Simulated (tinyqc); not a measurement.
Deep trap from a strong local potential in a two-band host (Koster-Slater model with semi-elliptic bands). From trap level E_t back to valence weight f_v of the site orbital. Computed by tinyqc, a small Python program. Command: `OMP_NUM_THREADS=1 python tinyqc.py 3018115 3018116 out.jsonl deeptrap inv`. One thread of a shared host (Intel(R) Xeon(R) Processor @ 2.30GHz), about 0.03 s of CPU time with the checks.

The valence band spans -2 W_v to 0 and the conduction band E_g to E_g + 2 W_c. The orbital at the impurity site has weight f_v in the valence band and 1 - f_v in the conduction band, each spread as a semi-ellipse (2/(pi W^2)) sqrt(W^2 - x^2) about the band centre. The impurity adds U to this orbital. Spin is left out.

Inputs (values chosen for the exercise, for a model semiconductor):
```
quantity                               value  unit
gap E_g                                 3.45    eV
half-width of the valence band W_v       2.9    eV
half-width of the conduction band W_c    3.8    eV
impurity potential U                     -29    eV
```

Impurity: attractive, donor-like.

Method. In the gap G(E) = f_v (2/W_v^2)[x - sqrt(x^2 - W_v^2)] - (1 - f_v)(2/W_c^2)[y - sqrt(y^2 - W_c^2)], x = E + W_v, y = E_g + W_c - E. The trap level solves G(E) = 1/U (bisection). With D = -dG/dE = D_v + D_c, D_v = f_v (2/W_v^2)[x/sqrt(x^2 - W_v^2) - 1] and D_c = (1 - f_v)(2/W_c^2)[y/sqrt(y^2 - W_c^2) - 1], the weight on the impurity orbital is 1/(U^2 D) and the conduction-band character is D_c/D.

Problem. A run gave the result below. Find the valence weight f_v of the site orbital, known to lie between 0.43 and 0.65.

trap level E_t = 2.425671 eV

Solution.

Each step takes the trial c = (a f_b - b f_a)/(f_b - f_a), f being the result less the target and a, b, c the logarithms of the listed values; c replaces end b, the old b replaces a if the sign of f changed, and otherwise f_a is halved.

Scan of the range:
```
valence weight f_v of the site orbital  trap level E_t (eV)
0.430                                               2.05260
0.461                                               2.27886
0.493                                               2.50153
0.529                                               2.73620
0.566                                               2.95606
0.607                                               3.16757
0.650                                               3.34044
```

False position (Illinois rule, in the logarithm of the input) inside the bracket:
```
step     end a     end b     trial  trap level E_t (eV)
1     0.461000  0.493000  0.481856              2.42536
2     0.493000  0.481856  0.481900              2.42567
3     0.493000  0.481900  0.481900              2.42567
4     0.481900  0.481900  0.481900              2.42567
```

Trap level E_t rises at every point of a 13-point scan of the range (every second point is shown), so one value fits; it is bracketed by 0.461 and 0.493. Answer: valence weight f_v of the site orbital = 0.4819.
